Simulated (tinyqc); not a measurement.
Thickness, silicon consumed, volume change, sheet resistance: thermodynamics of metal silicides: hull, first phase, silicon consumed, nucleation and stability against SiO2. Computed by tinyqc, a small Python program. Command: `OMP_NUM_THREADS=1 python tinyqc.py 3016262 3016263 out.jsonl silphase walk`. One thread of a shared host (Intel(R) Xeon(R) Processor @ 2.30GHz), about 0.01 s of CPU time with the checks.

Entropies of formation of the solids are neglected, so heats stand for free energies. Si fractions: M5Si3 0.3750, MSi 0.5000, MSi2 0.6667.

Inputs (values chosen for the exercise, for a model metal): molar volume of M = 9.55 cm^3/mol; molar volume of Si = 12.06 cm^3/mol; metal thickness t = 26 nm.

Phases: M5Si3, MSi, MSi2.

volumes of the three phases per mole of M (cm^3/mol): 13.3  16.8  23.9

resistivities of the three phases (microohm cm): 31  12  17

Method. Per phase M_a Si_b, for ample silicon (not limited to t_Si): silicide thickness = t V/V_M; silicon consumed = t (b/a) V_Si/V_M; net volume change = V/(V_M + (b/a) V_Si) - 1; the top surface lies (silicide thickness - silicon consumed) above the old interface; sheet resistance = resistivity/thickness.

Films:

| phase | thickness (nm) | Si consumed (nm) | volume change (%) | top above old interface (nm) | sheet resistance (ohm) |
|---|---|---|---|---|---|
| M5Si3 | 36.209 | 19.700 | -20.767 | 16.509 | 8.5613 |
| MSi | 45.738 | 32.834 | -22.258 | 12.905 | 2.6236 |
| MSi2 | 65.068 | 65.667 | -29.017 | -0.599 | 2.6126 |

silicon consumed by MSi = 32.834 nm

sheet resistance of MSi = 2.6236 ohm

What does the comparison show, and why?

For a given sheet resistance the silicon consumed goes as resistivity x (b/a)/V: M5Si3 1.40, MSi 0.714, MSi2 1.42. It is least for MSi, which matters on shallow junctions and thin silicon. All three reactions shrink the total volume.

Extremes, crossings and ranges named in words are read from the listed rows.
